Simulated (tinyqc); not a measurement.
Speciation in dilute and buffered hydrofluoric acid, oxide etch rate and bath loading: one step, computed by the program tinyqc.

Concentrations stand for activities, NH4+ and Cl- are spectators, and water ionisation is neglected. H, F and HF2 denote the ions H+, F- and HF2-. The base temperature is 298 K.

Problem. Etch rate. Rate = k_a ([HF] + 2 [H2F2]) + k_b [HF2], an empirical two-term form. Time = oxide/rate; a temperature error changes the rate by exp((E_a/k_B)(1/298 - 1/(298 + error))) - 1.

Inputs (values chosen for the exercise, of the order of those for thermal oxide at room temperature):

| quantity | value | unit |
|---|---|---|
| rate constant of neutral HF k_a | 14 | nm L/(min mol) |
| rate constant of HF2 k_b | 57 | nm L/(min mol) |
| activation energy | 0.31 | eV |
| temperature error | 2.3 | K |
| oxide removed per wafer | 120 | nm |

[HF] = 0.03730121 mol/L

[H2F2] = 0.003520191 mol/L

[HF2] = 7.638667e-05 mol/L

Constants: k_B = 8.617333262e-05 eV/K.

Give: etch rate; share of HF2 in the rate; etch time; rate change from the temperature error.

Solution.

etch rate = 0.6251 nm/min

share of HF2 in the rate = 0.6965 %

etch time = 11517 s

rate change from the temperature error = 9.687 %
